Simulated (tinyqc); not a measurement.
Worked calculation: extended Hueckel theory, for H6. Computed by tinyqc, a small Python program that keeps every step (integrals from PySCF). Settings: charge = 0, K = 1.75, weighted = 1, multiplicity = 1. Command: `OMP_NUM_THREADS=1 python tinyqc.py 21981 21982 out.jsonl` (the two numbers bound the seeds that draw the settings). One thread of a shared host (Intel(R) Xeon(R) Processor @ 2.60GHz), about 0.01 s of CPU time with the checks.

## Overlaps

Geometry (angstrom):
```
atom       x       y       z
H     0.0000  0.0000  0.0000
H     0.0000  0.0000  0.8830
H     0.0000  0.0000  2.0730
H     0.0000  0.0000  2.9560
H     0.0000  0.0000  4.1460
H     0.0000  0.0000  5.0290
```

Parameters chosen for this run:
```
element  shell  Slater exponent  H_ii (eV)
H           1s           1.3000   -13.6000
```

Slater orbitals, each expanded in six Gaussians scaled to its exponent.

overlap S, order 1H 1s, 2H 1s, 3H 1s, 4H 1s, 5H 1s, 6H 1s:
$$\begin{pmatrix}
1.0000 & 0.5414 & 0.0905 & 0.0181 & 0.0016 & 0.0002 \\
0.5414 & 1.0000 & 0.3640 & 0.0905 & 0.0100 & 0.0016 \\
0.0905 & 0.3640 & 1.0000 & 0.5414 & 0.0905 & 0.0181 \\
0.0181 & 0.0905 & 0.5414 & 1.0000 & 0.3640 & 0.0905 \\
0.0016 & 0.0100 & 0.0905 & 0.3640 & 1.0000 & 0.5414 \\
0.0002 & 0.0016 & 0.0181 & 0.0905 & 0.5414 & 1.0000
\end{pmatrix}$$

## Wolfsberg-Helmholz matrix

diagonal H_ii (eV): 1H 1s -13.6000, 2H 1s -13.6000, 3H 1s -13.6000, 4H 1s -13.6000, 5H 1s -13.6000, 6H 1s -13.6000

K = 1.7500

H_ij = K' S_ij (H_ii + H_jj)/2 for i != j (the diagonal keeps H_ii), with K' = K + D^2 + D^4 (1 - K), D = (H_ii - H_jj)/(H_ii + H_jj), K = 1.75.

H (eV), order 1H 1s, 2H 1s, 3H 1s, 4H 1s, 5H 1s, 6H 1s:
$$\begin{pmatrix}
-13.6000 & -12.8845 & -2.1539 & -0.4315 & -0.0382 & -0.0051 \\
-12.8845 & -13.6000 & -8.6632 & -2.1539 & -0.2379 & -0.0382 \\
-2.1539 & -8.6632 & -13.6000 & -12.8845 & -2.1539 & -0.4315 \\
-0.4315 & -2.1539 & -12.8845 & -13.6000 & -8.6632 & -2.1539 \\
-0.0382 & -0.2379 & -2.1539 & -8.6632 & -13.6000 & -12.8845 \\
-0.0051 & -0.0382 & -0.4315 & -2.1539 & -12.8845 & -13.6000
\end{pmatrix}$$

## Orbitals

valence electrons = 6

Solve H C = S C e through S^(-1/2); fill by pairs from the bottom, a degenerate level sharing its electrons equally; each orbital has its largest coefficient positive (the first on a tie).

orbital energies (eV): [-18.6065, -17.3777, -15.1887, -5.9747, 1.5030, 11.6180]

occupations: [2.0000, 2.0000, 2.0000, 0.0000, 0.0000, 0.0000]

coefficients, order 1H 1s, 2H 1s, 3H 1s, 4H 1s, 5H 1s, 6H 1s:
$$\begin{pmatrix}
0.2028 & 0.3784 & 0.4317 & 0.6082 & -0.7017 & 0.4597 \\
0.2877 & 0.3964 & 0.2319 & -0.4035 & 0.8241 & -0.7389 \\
0.3615 & 0.1202 & -0.4267 & -0.5840 & -0.2621 & 0.9893 \\
0.3615 & -0.1202 & -0.4267 & 0.5840 & -0.2621 & -0.9893 \\
0.2877 & -0.3964 & 0.2319 & 0.4035 & 0.8241 & 0.7389 \\
0.2028 & -0.3784 & 0.4317 & -0.6082 & -0.7017 & -0.4597
\end{pmatrix}$$

sum of one-electron energies = -102.3456 eV

## Mulliken analysis

P = C n C^T; charge = valence electrons (H 1) minus the sum of (P S)_ii on the atom; overlap population = 2 sum P_ij S_ij between two atoms.

charges: 1H -0.0579, 2H 0.0484, 3H 0.0095, 4H 0.0095, 5H 0.0484, 6H -0.0579

Overlap populations:
```
pair      value
2-1    0.667932
3-1   -0.023657
3-2    0.076786
4-1   -0.011338
4-2   -0.015417
4-3    0.645918
5-1    0.000054
5-2   -0.000825
5-3   -0.015417
5-4    0.076786
6-1    0.000072
6-2    0.000054
6-3   -0.011338
6-4   -0.023657
6-5    0.667932
```
